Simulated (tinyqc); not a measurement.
# Off-state leakage of single and stacked transistors: effects of single changes

n-channel devices of unit width. Subthreshold current I(Vg, Vs, Vd) = I0 (T/300 K)^0.5 exp[(Vg - Vs - VT(T) - gb (Vs - Vb) + dd (Vd - Vs))/(nf Vt)] (1 - exp(-(Vd - Vs)/Vt)), VT(T) = VT - cT (T - 300 K). Gate-edge tunnelling Ig (Vd/1 V) exp(ag (Vd - 1 V)), for a gate at 0 V, and band-to-band leakage Ab u exp(-Bb/u), u = Vd - Vb + 1 V, flow at a drain held at V; both are taken as independent of T. In a stack of off transistors (all gates at 0 V) the same subthreshold current passes through each.

Inputs (values chosen for the exercise); values of the order met in bulk silicon logic transistors:
- T = 330 K (temperature)
- V = 0.9 V (supply voltage)
- VT = 0.44 V (threshold at 300 K, zero drain and body bias)
- cT = 0.5 mV/K (fall of the threshold with temperature)
- I0 = 0.81 uA/um (current at threshold at 300 K)
- nf = 1.3 (slope factor)
- dd = 0.05 (drain-induced lowering per volt)
- gb = 0.17 (rise of the threshold per volt of source-body bias)
- Ig = 7e-5 uA/um (gate-edge tunnelling current at 1 V)
- ag = 4.8 1/V (exponential slope of the gate current)
- Ab = 4 uA/(um V) (prefactor of band-to-band leakage at the drain)
- Bb = 24 V (its exponential voltage)
- Vb = 0 V (body voltage)

Constants: q = 1.602176634e-19 C, kB = 1.380649e-23 J/K, Vt = kB T/q. Results are converted to the units shown.

Each table varies one quantity; the others keep the values above.

## Subthreshold current against the height of the stack

All n gates at 0 V, bottom source at 0 V, top drain at V; node voltages follow from equal currents.

Result of one run:

| n | I (nA/um) | reduction factor | drain voltage of the bottom device (mV) | source voltage of the top device (mV) | voltage across the top device (V) |
|---|---|---|---|---|---|
| 5 | 0.0021930 | 13.304 | 8.2220 | 78.424 | 0.82158 |

What becomes of these results when the number of transistors in series n is changed from 5 to 6, all else the same?

Result of the changed run:

| n | I (nA/um) | reduction factor | drain voltage of the bottom device (mV) | source voltage of the top device (mV) | voltage across the top device (V) |
|---|---|---|---|---|---|
| 6 | 0.0017833 | 16.361 | 6.5114 | 84.691 | 0.81531 |

The whole series:

| n | I (nA/um) | reduction factor | drain voltage of the bottom device (mV) | source voltage of the top device (mV) | voltage across the top device (V) |
|---|---|---|---|---|---|
| 1 | 0.029177 | 1.0000 | 900.00 | 0 | 0.90000 |
| 2 | 0.0071168 | 4.0998 | 42.754 | 42.754 | 0.85725 |
| 3 | 0.0040650 | 7.1776 | 17.502 | 59.724 | 0.84028 |
| 4 | 0.0028482 | 10.244 | 11.169 | 70.504 | 0.82950 |
| 5 | 0.0021930 | 13.304 | 8.2220 | 78.424 | 0.82158 |
| 6 | 0.0017833 | 16.361 | 6.5114 | 84.691 | 0.81531 |

The second transistor cuts the current by a factor of 4.10, the third by a further 1.75 and the sixth by 1.23. The top device keeps 90.6 % of the supply at n = 6, while the drain voltage of the bottom one falls to 0.229 Vt.

## Leakage components against the supply voltage

Same model as above.

One transistor with Vg = Vs = 0, Vd = V; stack factor I(one)/I(two in series).

Result of one run:

| V (V) | subthreshold (nA/um) | gate edge (nA/um) | band-to-band (nA/um) | total (nA/um) | stack factor | largest part |
|---|---|---|---|---|---|---|
| 0.7 | 0.02226 | 0.01161 | 0.005027 | 0.03890 | 3.375 | subthreshold |

What becomes of these results when the supply voltage V is changed from 0.7 to 0.6 V, all else the same?

Result of the changed run:

| V (V) | subthreshold (nA/um) | gate edge (nA/um) | band-to-band (nA/um) | total (nA/um) | stack factor | largest part |
|---|---|---|---|---|---|---|
| 0.6 | 0.01945 | 0.006157 | 0.001958 | 0.02756 | 3.079 | subthreshold |

The whole series:

| V (V) | subthreshold (nA/um) | gate edge (nA/um) | band-to-band (nA/um) | total (nA/um) | stack factor | largest part |
|---|---|---|---|---|---|---|
| 0.5 | 0.01699 | 0.003175 | 6.752e-4 | 0.02084 | 2.819 | subthreshold |
| 0.6 | 0.01945 | 0.006157 | 0.001958 | 0.02756 | 3.079 | subthreshold |
| 0.7 | 0.02226 | 0.01161 | 0.005027 | 0.03890 | 3.375 | subthreshold |
| 0.8 | 0.02549 | 0.02144 | 0.01166 | 0.05859 | 3.714 | subthreshold |
| 0.9 | 0.02918 | 0.03898 | 0.02483 | 0.09299 | 4.100 | gate edge |
| 1 | 0.03340 | 0.07000 | 0.04915 | 0.1526 | 4.540 | gate edge |
| 1.1 | 0.03824 | 0.1244 | 0.09139 | 0.2541 | 5.042 | gate edge |
| 1.2 | 0.04378 | 0.2194 | 0.1610 | 0.4241 | 5.615 | gate edge |
| 1.3 | 0.05012 | 0.3841 | 0.2704 | 0.7046 | 6.268 | gate edge |
| 1.4 | 0.05738 | 0.6685 | 0.4358 | 1.162 | 7.013 | gate edge |

As V goes from 0.5 to 1.4, the total leakage rises from 0.0208 to 1.16 nA/um. The subthreshold part leads at V = 0.5, the gate edge part from 0.9 on. The reduction by a stack of two rises from 2.82 to 7.01, for the subthreshold part alone.

Program tinyqc, `OMP_NUM_THREADS=1 python tinyqc.py 2242225 2242226 out.jsonl`; Intel Xeon 2.30GHz, shared host, one thread, about 0.03 s.
